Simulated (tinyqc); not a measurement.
Scale length and length offset from two DIBL values.

Inverse problem. DIBL = exp(-Le/(2 l)) + 2 exp(-Le/l) with Le = L - dL. Find l, dL and the drawn length for a DIBL of 100 mV/V.

DIBL at drawn lengths 80 and 150 nm (mV/V): 109.52341  10.586027

Solution. With e = exp(-Le/(2 l)), 2 e^2 + e = DIBL gives e and so Le/l at each length; Le/l is a straight line in L with slope 1/l.

l = 16.0 nm
dL = 3.80 nm
length for 100 mV/V = 82.5 nm

tinyqc, about 0.01 s, one thread, Intel Xeon 2.30GHz (shared host): `OMP_NUM_THREADS=1 python tinyqc.py 2002064 2002065 out.jsonl`
